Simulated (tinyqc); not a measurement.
Worked calculation: strained quantum well: band edges, subbands and transparency. Values are carried at full precision from step to step, so a last printed digit may differ when a step is redone from the rounded ones.

Growth on (001), barriers unstrained: tr(e) = e (2 - nu2), Z = b e (1 + nu2); Ec = Ev + Eg + ac tr(e), E_HH = Ev + av tr(e) + Z, E_LH = Ev + av tr(e) - Z (coupling to the split-off band left out).

Constants: hbar^2/2m0 = 3.80998211 eV angstrom^2; hc = 1239.841984 eV nm; kB = 8.617333262e-05 eV/K.

Values chosen for the exercise (near those of a GaAsP/AlGaAs well; the results hold for these values, not for the real material): e = 0.0061 (strain in the plane); nu2 = 0.919 (2 C12/C11); Eg = 1.633 eV (unstrained gap of the well); Ev = -0.88 eV (its valence edge); ac = -7.35 eV; av = 1.25 eV (Ev moves by av tr(e)); b = -1.93 eV (shear potential); Egb = 1.914 eV (gap of the barrier); Evb = -1 eV (its valence edge); L = 56 angstrom (well width); me = 0.0777 m0 (electron mass); g1 = 6.48 (gamma1); g2 = 1.79 (gamma2); meb = 0.1 m0; g1b = 5.7; g2b = 1.6; T = 300 K (temperature); Br = 1.7 x 1e-4 cm^2/s (two-dimensional radiative coefficient).

## Strained band edges and offsets

Give tr(e), Z, the edges Ec, E_HH, E_LH and the well depths against the barrier.

tr(e) = 0.00659
Z = -0.0226 eV

Ec, E_HH, E_LH (eV): 0.7045  -0.8943  -0.8492

depths for e, HH, LH (eV): 0.2095  0.1057  0.1508

The well is under tension, which puts LH on top, by 45 meV; the gap becomes 1.5537 eV, -79 meV from the unstrained one.

## Subband edges

Masses along z: me, 1/(g1 - 2 g2) for HH, 1/(g1 + 2 g2) for LH, likewise in the barrier; in the plane me, 1/(g1 + g2) for HH and 1/(g1 - g2) for LH (no mixing, which understates the hole masses away from k = 0). Level n solves k L + 2 atan[(k/m)/(kappa/mb)] = n pi, k = sqrt(m E/c), kappa = sqrt(mb (V - E)/c), c = hbar^2/2m0.

Up to three electron, four HH and two LH levels, on the common energy scale, with their masses in the plane.

Subbands:
```
level   E (eV)  m in the plane
e1      0.7622          0.0777
e2      0.9026          0.0777
lh1    -0.8945          0.2132
hh1    -0.9121          0.1209
hh2    -0.9615          0.1209
lh2    -0.9957          0.2132
```

lowest transition = 1.6567 eV
wavelength hc/E = 748.4 nm

The top hole level is lh1, so the edge is mainly TM polarised; hh1 lies 18 meV lower, within kT at room temperature, so both polarisations contribute.

## Transparency density

Transparency (Bernard-Duraffourg): Fc - Fv equals the lowest transition energy with n = p, n = sum m/(2 pi c) kB T ln(1 + exp((Fc - E)/kB T)) and p likewise over the listed subbands; c = hbar^2/2m0, 1/angstrom^2 = 1e16/cm^2.

Solve for u = (Fc - e1)/kB T; give n_tr, the share of holes in the top subband and the current e Br n_tr^2 (e = 1.602177e-19 C).

u = 0.924
n_tr = 1.065 x 1e12/cm^2
share = 0.723
current density = 30.9 A/cm^2

For mirror-image bands u = 0 and n_tr = me kB T ln2/(2 pi c) = 0.582 x 1e12/cm^2; the heavier or more numerous hole states raise it by a factor 1.83.

## Checks

- Transparency for equal single subbands against m kB T ln2/(2 pi c): both 0.3743.

Program tinyqc; command `OMP_NUM_THREADS=1 python tinyqc.py 1280774 1280775 out.jsonl`; about 0.01 s on one thread of a shared Intel(R) Xeon(R) Processor @ 2.30GHz.
